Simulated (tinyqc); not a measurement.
Q-state Potts model on a small periodic square lattice: enumeration, Metropolis, heat-bath and Wolff steps: one step, computed by the program tinyqc. Command: `OMP_NUM_THREADS=1 python tinyqc.py 3110717 3110718 out.jsonl potts walk`. One thread of a shared host (Intel(R) Xeon(R) Processor @ 2.30GHz), about 0.2 s of CPU time with the checks.

E = -J x (number of nearest-neighbour bonds with equal states); n x n sites with periodic edges have 2 n^2 bonds. Order parameter m = (q f - 1)/(q - 1), f being the largest share of one state. Sites are numbered row by row from 0. Here q = 2 and n = 4.

Problem. Eight single-site steps. Site = floor(r1 n^2). State c is drawn with probability exp(K k_c)/sum exp(K k), k_c the number of neighbours in state c: the first c whose cumulative probability reaches r2; r3 is not used.

Inputs (values chosen for the exercise, for a model of domains or grain orientations): temperature T = 860 K.

Update: heat bath.

start states:
```
   1  2  3  4
1  0  1  1  0
2  1  1  0  1
3  1  0  1  1
4  1  1  1  1
```

random numbers, one row a step:
```
        1       2       3
1  0.3138  0.7984  0.3244
2  0.7709  0.6974  0.0611
3  0.7510  0.8965  0.9937
4  0.0908  0.8253  0.1760
5  0.6518  0.8145  0.7702
6  0.3884  0.9335  0.9932
7  0.1102  0.3918  0.0428
8  0.8373  0.4767  0.8781
```

K = 0.6476940

Give: the table «Steps» with the columns old, neighbours in each state, P(old), P(new), new; states afterwards.

Solution.

Steps:

| site | old | neighbours in each state | P(old) | P(new) | new |
|---|---|---|---|---|---|
| 5 | 1 | 2 2 | 0.5000 | 0.5000 | 1 |
| 12 | 1 | 1 3 | 0.7851 | 0.7851 | 1 |
| 12 | 1 | 1 3 | 0.7851 | 0.7851 | 1 |
| 1 | 1 | 1 3 | 0.7851 | 0.7851 | 1 |
| 10 | 1 | 2 2 | 0.5000 | 0.5000 | 1 |
| 6 | 0 | 0 4 | 0.0697 | 0.9303 | 1 |
| 1 | 1 | 1 3 | 0.7851 | 0.7851 | 1 |
| 13 | 1 | 1 3 | 0.7851 | 0.7851 | 1 |

states afterwards:
```
   1  2  3  4
1  0  1  1  0
2  1  1  1  1
3  1  0  1  1
4  1  1  1  1
```
